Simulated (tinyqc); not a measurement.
Heavy doping: gap narrowing, degeneracy and the minority density: sweeps and comparisons. A value that a table varies takes the place of the one given here.

F_j(eta) = (1/Gamma(j + 1)) integral_0^infinity x^j dx/(1 + exp(x - eta)), which tends to exp(eta) for eta << 0.

Empirical narrowing (Slotboom form, constants chosen for the exercise; published fits of this form give the apparent narrowing, here it is taken as the true one): dEg = E0 [ln(N/N0) + sqrt(ln(N/N0)^2 + C)].

Majority: N = Nv F_1/2(eta), eta the distance of EF beyond the majority band edge in kT. Degeneracy factor gam = F_1/2(eta)/exp(eta). ni0^2 = Nc Nv exp(-Eg/kT); product n p = ni0^2 gam exp(dEg/kT), dEg the true narrowing; apparent narrowing dEa = dEg + kT ln gam; minority density = n p/N.

Bipolar transistor with N as emitter doping: beta = K (N/NB) exp((dEa_B + dG - dEa_E)/kT), dEa_E = dEg(N) + kT ln gam, dEa_B = dEg(NB). For the sweep in T, Nv is scaled as (T/T0)^(3/2) from its value at T0 = T.

Constants: kB = 8.617333262e-05 eV/K.

Parameters, chosen for this exercise (gap and densities of states near those of Si at this temperature; narrowing constants near the fits for Si; the results hold for these values, not for the real material): Eg = 1.134 eV (gap); Nc = 2.08e+19 1/cm^3 (conduction-band density of states); Nv = 8.64e+18 1/cm^3 (valence-band density of states); T = 250 K; E0 = 7.49 meV (narrowing scale); N0 = 1.4e+17 1/cm^3 (onset density); C = 0.5 (smoothing constant); N = 3.1e+18 1/cm^3 (ionised acceptors, equal to the majority density); NB = 3e+16 1/cm^3 (base doping); K = 2.2 (ratio (D_B W_E)/(D_E W_B)); dG = 0 meV (extra narrowing of the base by alloying).

## Narrowing against degeneracy

N takes the values listed; the last column is N over the factor gam exp(dEg/kT), the doping that a simple model would need to give the same minority density.

Results:

| N (1/cm^3) | eta | gam | dEg (meV) | dEa (meV) | minority (1/cm^3) | effective doping (1/cm^3) |
|---|---|---|---|---|---|---|
| 3.0e+16 | -5.66 | 0.999 | 1.2 | 1.1 | 0.0871 | 2.85e+16 |
| 9.0e+16 | -4.56 | 0.996 | 2.9 | 2.9 | 0.0314 | 7.88e+16 |
| 3.0e+17 | -3.35 | 0.988 | 13.5 | 13.2 | 0.0153 | 1.62e+17 |
| 9.0e+17 | -2.22 | 0.964 | 28.8 | 28.1 | 0.0101 | 2.45e+17 |
| 3.0e+18 | -0.94 | 0.885 | 46.5 | 43.9 | 0.00633 | 3.91e+17 |
| 9.0e+18 | 0.40 | 0.696 | 62.8 | 55.0 | 0.00354 | 7.01e+17 |
| 3.0e+19 | 2.42 | 0.309 | 80.7 | 55.5 | 0.00108 | 2.29e+18 |
| 7.0e+19 | 4.69 | 0.0741 | 93.4 | 37.3 | 0.000200 | 1.24e+19 |
| 2.0e+20 | 9.73 | 0.00137 | 109.1 | -33.0 | 2.68e-06 | 9.23e+20 |

dEg grows steadily to 109.1 meV, while the apparent value peaks at 55.5 meV for N = 3e+19 and falls to -33.0 meV as the Fermi level enters the band (a negative value is not met in measurements: parabolic bands with a fixed mass overstate the filling). N grows by a factor 30 from the third to the sixth row and the effective doping by 4.3: net of degeneracy, narrowing takes away 86 % of the factor gained by heavier doping.

## Current gain against temperature

Gain:

| T (K) | beta | beta with dG = 0 | without narrowing |
|---|---|---|---|
| 150 | 8.59 | 8.59 | 227 |
| 200 | 19.0 | 19.0 | 227 |
| 250 | 30.7 | 30.7 | 227 |
| 300 | 42.5 | 42.5 | 227 |
| 350 | 53.7 | 53.7 | 227 |
| 400 | 64.0 | 64.0 | 227 |
| 450 | 73.5 | 73.5 | 227 |

dEa_B + dG - dEa_E at T0 = -43.1 meV

beta is 8.59 at 150 K and 73.5 at 450 K, since the net exponent is negative: the emitter has the larger apparent narrowing. At 300 K narrowing and degeneracy change the gain by a factor 0.187.

## What moves the minority density and the gain

All results formed anew. Each row changes one parameter from the base and keeps the others.

Results:

| case | dEg (meV) | dEa (meV) | minority (1/cm^3) | beta |
|---|---|---|---|---|
| base | 47.00 | 44.28 | 0.00624 | 30.7 |
| N = 6.2e+18 1/cm^3 | 57.27 | 51.86 | 0.00444 | 43.2 |
| E0 = 8.988 meV | 56.40 | 53.68 | 0.00966 | 20.1 |
| N0 = 2.8e+17 1/cm^3 | 36.78 | 34.06 | 0.00389 | 48.6 |
| Eg = 1.154 eV | 47.00 | 44.28 | 0.00247 | 30.7 |
| Nv = 1.12e+19 1/cm^3 | 47.00 | 44.90 | 0.00833 | 29.8 |
| NB = 6e+16 1/cm^3 | 47.00 | 44.28 | 0.00624 | 15.9 |

The largest shifts from the base row, up to three for each result and ties (the steps differ in size, so this ranks the rows, not the parameters). dEg (meV): N +10.28, N0 -10.22, E0 +9.40; unchanged at the printed digits by Eg, Nv and NB. dEa (meV): N0 -10.22, E0 +9.40, N +7.58; unchanged at the printed digits by Eg and NB. minority (1/cm^3): Eg -0.00378, E0 +0.00341, N0 -0.00236; unchanged at the printed digits by NB. beta: N0 +17.9, NB -14.8, N +12.5; unchanged at the printed digits by Eg.

Program tinyqc; command `OMP_NUM_THREADS=1 python tinyqc.py 1650310 1650311 out.jsonl`; about 0.01 s on one thread of a shared Intel(R) Xeon(R) Processor @ 2.30GHz.
